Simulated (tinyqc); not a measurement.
Hot electrons in a saturated n-channel MOSFET, lucky-electron model: one step of the calculation.

Beyond pinch-off the lateral field grows as Esat cosh(y/l) over the velocity-saturated region (pseudo-two-dimensional model). Impact ionisation in this region gives the substrate current, which biases the body forward through Rsub. Currents are per width. Local-field laws: they overstate ionisation when the field peak is narrower than an energy relaxation length.

Question. Gate current, lifetime and channel shortening. Ig = Cg Id exp(-pb/(lm Em)); lifetime tau = (Hl/Id)(Isub/Id)^(-m); length of the saturated region dL = l ln[(dV/l + Em)/Esat]. 1 year = 3.15576e7 s.

Inputs (values chosen for the exercise); values close to those of silicon n-channel devices:
- lm = 9.8 nm (hot-electron mean free path)
- pb = 3.2 V (oxide barrier)
- Cg = 0.0028 (prefactor of the gate current)
- m = 3 (lifetime exponent)
- Hl = 910 s uA/um (lifetime constant)

Id = 49.775230 uA/um
dV = 1.4634948 V
Em = 0.54798247 MV/cm
Isub = 2.7029987 uA/um
l = 26.816040 nm
Esat = 0.049375000 MV/cm

Give: Isub/Id; Ig; tau; dL.

Answer.

Isub/Id = 0.054304
Ig = 360.00 pA/um
tau = 0.0036176 years
dL = 83.074 nm

The lifetime misses ten years.

Numbers from tinyqc (`OMP_NUM_THREADS=1 python tinyqc.py 2550127 2550128 out.jsonl`; about 0.01 s on one thread of a shared Intel Xeon 2.30GHz).
